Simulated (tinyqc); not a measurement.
# Worked calculation: single-junction solar cell, detailed-balance limit

tinyqc, about 0.01 s, one thread, Intel Xeon 2.30GHz (shared host): `OMP_NUM_THREADS=1 python tinyqc.py 2820044 2820045 out.jsonl` Printed values are rounded.

Every photon above the gap Eg makes one pair and none below is absorbed; carriers thermalise at T and move without loss. Jsc = q fs X Phi(Eg, Ts); the dark current is J0 = q ge Phi(Eg, T)/ERE with the Boltzmann factor exp(V/Vt). The efficiency is the electrical power over fs X sigma Ts^4.

Inputs (values chosen for the exercise): cell temperature T = 280 K; temperature of the black-body sun Ts = 5800 K; share of the hemisphere filled by the sun fs = 2.16e-5; concentration X = 500; external radiative efficiency ERE = 0.0001; number of faces that emit ge = 2; band gap Eg = 1.79 eV.

Constants: q = 1.602176634e-19 C, kB = 1.380649e-23 J/K, h = 6.62607015e-34 J s, c = 299792458 m/s, Vt = kB T/q. Results are converted to the units shown.

## Photon flux of the source, term by term

Photon flux above E from a black body at temperature T into a hemisphere: Phi(E, T) = A sum_k exp(-k E/th)[E^2 th/k + 2 E th^2/k^2 + 2 th^3/k^3], k = 1, 2, ..., with th = kB T/q in eV and A = 2 pi q^3/(h^3 c^2). The first six terms at E = Eg, T = Ts are listed; the flux takes all.

th = 0.499805 eV
A = 9.88329e22 cm^-2 s^-1 eV^-3
terms k = 1..6 (eV^3): 0.0764244  8.17899e-4  1.38574e-5  2.76301e-7  5.98481e-9  1.36284e-10
Phi(Eg, Ts) = 7.63547e21 cm^-2 s^-1

The first term, the Boltzmann limit, holds 98.9 % of the flux.

## Photocurrent, dark current and incident power

Photon flux above E from a black body at temperature T into a hemisphere: Phi(E, T) = A sum_k exp(-k E/th)[E^2 th/k + 2 E th^2/k^2 + 2 th^3/k^3], k = 1, 2, ..., with th = kB T/q in eV and A = 2 pi q^3/(h^3 c^2). Jsc = q fs X Phi(Eg, Ts), J0 = q ge Phi(Eg, T)/ERE. Pin = fs X sigma Ts^4, sigma = 2 pi^5 kB^4/(15 h^3 c^2).

Jsc = 13212.0 mA/cm^2
J0 = 1.52056e-22 mA/cm^2
Pin = 69302.3 mW/cm^2

## Iteration 1: maximum power point by substitution

v at the start = 0

v = Vmp/Vt solves (1 + v) exp(v) = 1 + Jsc/J0; v(new) = ln[(1 + Jsc/J0)/(1 + v)].

v after iteration 1 = 59.7267

## Iteration 2: maximum power point by substitution

As before.

v after iteration 2 = 55.6203

## Course of the iteration: maximum power point by substitution

Stop when v changes by less than 1e-10, or after 40 iterations.

Course of the iteration:
```
iteration	v	|change|
1	59.7267	59.7
2	55.6203	4.11
3	55.6903	0.0700
4	55.6891	1.24e-3
5	55.6891	2.18e-5
6	55.6891	3.85e-7
7	55.6891	6.78e-9
8	55.6891	1.20e-10
9	55.6891	< 1e-11
```

Converged in 9 iterations. At the end each change is about 0.018 times the one before, with alternating sign: linear convergence.

## Voltages, fill factor and efficiency

v = 55.6891

Voc = Vt ln(1 + Jsc/J0), Vmp = v Vt, Jmp = Jsc - J0 (exp(v) - 1), FF = Vmp Jmp/(Voc Jsc), efficiency Vmp Jmp/Pin.

Voc = 1.44112 V
Eg/q - Voc = 0.348883 V
Vmp = 1.34370 V
Jmp = 12979.0 mA/cm^2
FF = 0.915951
efficiency = 25.1649 %

Of the voltage deficit, Vt ln(1/ERE) = 222 mV is due to non-radiative recombination.
